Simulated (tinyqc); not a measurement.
Inside a calculation. Model: atomic layer deposition: Langmuir saturation, growth per cycle and coating of deep features. Computed by tinyqc, a small Python program that keeps every step. Command: `OMP_NUM_THREADS=1 python tinyqc.py 3027108 3027109 out.jsonl ald walk`. One thread of a shared host (Intel(R) Xeon(R) Processor @ 2.30GHz), about 0.01 s of CPU time with the checks. Intermediate numbers are printed to about 5 digits and carried at full precision; extremes and crossings named in words are read from the listed rows.

Precursor A sticks only on free sites, so a long enough pulse saturates; co-reactant B then frees the sites again.

Inputs (values chosen for the exercise, modelled on zinc oxide from diethylzinc and water): precursor mass M = 124 u; site density q = 6.9 1/nm^2; growth per cycle at saturation G = 1.9 angstrom; sticking probability beta on free sites = 0.0018; precursor pressure p = 0.41 Pa; temperature T = 150 C; pulse time t = 20 s; co-reactant completion per pulse c_B = 0.999; desorption energy E_d = 1.25 eV; purge time t_p = 2.6 s; aspect ratio a = 59.

Feature: long trench.

Constants: u = 1.6605390666e-27 kg; k_B = 1.380649e-23 J/K; k_B = 8.617333262e-05 eV/K.

## Flux and saturation time

Wall flux F = p/sqrt(2 pi M k_B T); rate of filling k_a = beta F/q; desorption k_d = 1e13 exp(-E_d/(k_B T)) per second. 1/m^2 = 1e-18/nm^2. Temperatures in kelvin are T(C) + 273.15.

flux F = 4716.0 1/(nm^2 s)

k_a = 1.2302 1/s

k_d = 0.012951 1/s

time to 99 % without desorption, ln(100)/k_a = 3.7433 s

## The first four cycles

One cycle from coverage th0: pulse A gives th1 = th_s + (th0 - th_s) exp(-(k_a + k_d) t), th_s = k_a/(k_a + k_d); the purge leaves th2 = th1 exp(-k_d t_p); pulse B converts c_B th2 into film and leaves th3 = (1 - c_B) th2. Growth = G c_B th2. Start from th0 = 0.

Cycles:
```
cycle         th0      th1      th2         th3  growth (angstrom)
1               0  0.98958  0.95681  9.5681e-04             1.8161
2      9.5681e-04  0.98958  0.95681  9.5681e-04             1.8161
3      9.5681e-04  0.98958  0.95681  9.5681e-04             1.8161
4      9.5681e-04  0.98958  0.95681  9.5681e-04             1.8161
```

## Steady growth per cycle

The periodic state has th0 = th3: th0 = (1 - c_B) e_p th_s (1 - e_a)/(1 - (1 - c_B) e_p e_a), with e_a = exp(-(k_a + k_d) t), e_p = exp(-k_d t_p). Share of impinging molecules used = q (th1 - th0)/(F t).

coverage after pulse A = 0.98958

growth per cycle = 1.8161 angstrom

share of impinging molecules used = 7.2324e-05

The pulse is 24.60 filling times long: saturated. Desorption in the purge removes 3.3 % of the layer: the temperature window closes from above.

## Exposure for a deep feature

Diffusion-limited filling (Gordon) of a long trench of width w, hydraulic diameter 2w, so that a is replaced by a/2 in the hole formula: t = (q/F)(1 + 19a/8 + 3a^2/8). Reaction-limited filling needs ln(100)/k_a at any depth, k_a = beta F/q. Flow is molecular. The front picture holds when the modulus (a/2) sqrt(beta) is well above 1. Depth reached by the given pulse: solve the same formula for a. Exposure = p x diffusion-limited time; 1 langmuir = 1.33322e-4 Pa s.

diffusion-limited time = 2.1164 s

exposure = 6508.5 langmuir

modulus = 1.2516

aspect ratio reached by the front in time t = 187.78

Diffusion needs 2.12 s and reaction 3.74 s: both matter. Caution: the modulus is not well above 1 or the Gordon time is under three times ln(100)/k_a, so there is no sharp front: the Gordon time is only a lower bound and the reaction time must be met as well. Caution: for a long trench the a/2 rule ignores the ln(a)/a transmission of a slit, so times at large a are too long.

## Coverage along the feature as the dose grows

Continuum model with steady gas transport: d2n/dz2 = 3 beta (1 - th) n/d_h^2 (d_h the hydraulic diameter, n = 1 at the mouth, no flux at the floor, 60 cells), d th/dt = beta F n (1 - th)/q; no desorption. Times are multiples of the larger of the Gordon time and ln(100)/k_a.

Coverage:
```
multiple   t (s)  top cell  quarter depth  half depth  three quarters  floor cell
0.05      0.1872     0.203          0.130       0.085           0.060       0.053
0.10      0.3743     0.364          0.248       0.167           0.122       0.107
0.20      0.7487     0.596          0.445       0.321           0.245       0.220
0.40      1.4973     0.838          0.714       0.581           0.483       0.447
0.60      2.2460     0.935          0.863       0.768           0.686       0.654
0.80      2.9946     0.974          0.938       0.884           0.834       0.812
1.00      3.7433     0.990          0.974       0.948           0.922       0.910
1.30      4.8663     0.997          0.993       0.986           0.978       0.975
```

At a multiple of 0.2 the coverage is 0.60 at the top and 0.22 at the floor. The coverage falls gradually with depth, without a sharp front. In the last row the floor reaches 0.975.

Checks made by the program: periodic state against 400 explicit cycles (relative difference below 1e-10).
